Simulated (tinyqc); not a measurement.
## Small-signal admittance of a forward-biased p+-n diode: admittance against frequency

Holes injected into a neutral base of width wb with an ohmic contact at its end; low injection, p0 far above the equilibrium density. A small voltage v exp(i w t), w = 2 pi f, modulates the edge density by p0 v/Vt, and the small-signal density obeys Dp d2p/dx2 = (1/tau + i w) p.

L = sqrt(Dp tau); direct current J = (q Dp p0/L) coth(wb/L); k = sqrt(1 + i w tau)/L; diffusion admittance Y = (q Dp p0/Vt) k coth(k wb) = G + i w C_diff; junction capacitance C_j = sqrt(q eps0 eps_r Nd/(2 Vr)) in the depletion approximation, with the remaining barrier Vr = Vt ln(Na/p0), a rough value under forward bias; base-width modulation is left out. Measured admittance 1/[Rs + 1/(Y + i w C_j)].

Parameters, values chosen for the exercise; permittivity close to that of gallium arsenide:
- T = 300 K (temperature)
- eps_r = 12.9 (relative permittivity)
- Nd = 1.7e15 cm^-3 (donor density of the base)
- Dp = 4.4 cm^2/s (hole diffusion coefficient)
- tau = 7e-7 s (hole lifetime)
- wb = 3.7 um (width of the neutral base)
- p0 = 1.2e14 cm^-3 (excess hole density at the junction edge)
- Na = 4e19 cm^-3 (acceptor density of the p+ side)
- Rs = 0.0046 ohm cm^2 (series resistance)

Constants: q = 1.602176634e-19 C, kB = 1.380649e-23 J/K, Vt = kB T/q, eps0 = 8.8541878128e-14 F/cm where lengths are in cm. Results are converted to the units shown.

The same in every row: C_j (uF/cm^2) = 0.02175.

Admittance against frequency:
```
f (Hz),w tau,G (S/cm^2),C_diff (uF/cm^2),measured G (S/cm^2),measured C (uF/cm^2),phase of the measured Y (degrees)
30000,0.1319,8.975,0.09118,8.619,0.1042,0.1305
1e5,0.4398,8.975,0.09118,8.619,0.1042,0.4350
6e5,2.639,8.977,0.09117,8.622,0.1041,2.607
2e6,8.796,9.004,0.09110,8.654,0.1040,8.591
1e7,43.98,9.691,0.08908,9.473,0.1015,33.94
4e7,175.9,16.61,0.06940,17.35,0.07793,48.46
2e8,879.6,39.12,0.03109,44.73,0.03557,44.98
7e8,3079,73.17,0.01663,95.79,0.01606,36.41
3e9,1.319e4,151.5,0.008034,178.8,0.003119,18.21
```

What does the table show?

G starts at J/Vt = 8.97 S/cm^2 and C_diff at (J tau/(2 Vt))(1 - 2 x/sinh 2x) = 0.0912 uF/cm^2, x = wb/L = 0.211. Between the last two rows G goes as f^(0.50) and C_diff as f^(-0.50); the limits are 1/2 and -1/2, reached when the signal penetrates only sqrt(Dp/w). The measured C is 7.8 % below C_diff + C_j in the first row and 90 % below it in the last, the difference being due to Rs.

Program tinyqc, `OMP_NUM_THREADS=1 python tinyqc.py 2890158 2890159 out.jsonl`; Intel Xeon 2.30GHz, shared host, one thread, about 0.01 s.
